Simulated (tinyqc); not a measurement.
Strain-driven roughening and islands of a mismatched epitaxial film: one step, computed by the program tinyqc. Command: `OMP_NUM_THREADS=1 python tinyqc.py 3009661 3009662 out.jsonl island walk`. One thread of a shared host (Intel(R) Xeon(R) Processor @ 2.30GHz), about 0.01 s of CPU time with the checks.

Film and substrate share isotropic elastic constants; the film is coherent and biaxially strained.

Task: Asaro-Tiller-Grinfeld instability. A ripple A cos(k x) has the surface chemical potential per volume [gamma k^2 - 2 (1 + nu) w k] A cos(k x), so k_c = 2 (1 + nu) w/gamma. With surface diffusion the amplitude grows at the rate q = B k^2 [2 (1 + nu) w k - gamma k^2], fastest at k_m = (3/4) k_c. B is the surface mobility.

Inputs (values chosen for the exercise, modelled on Si(0.5)Ge(0.5) on Si): Poisson ratio nu = 0.26; surface energy gamma = 1.14 J/m^2; surface mobility D_s nu_s Omega^2/(k_B T) = 1.1e-34 m^6/(J s).

Transport: surface diffusion.

energy density w = 81.47430 MJ/m^3

Give: k_c; critical wavelength; fastest wavelength; growth time 1/q at k_m.

Result:

k_c = 0.1801 1/nm

critical wavelength = 34.89 nm

fastest wavelength = 46.52 nm

growth time 1/q at k_m = 71.86 s
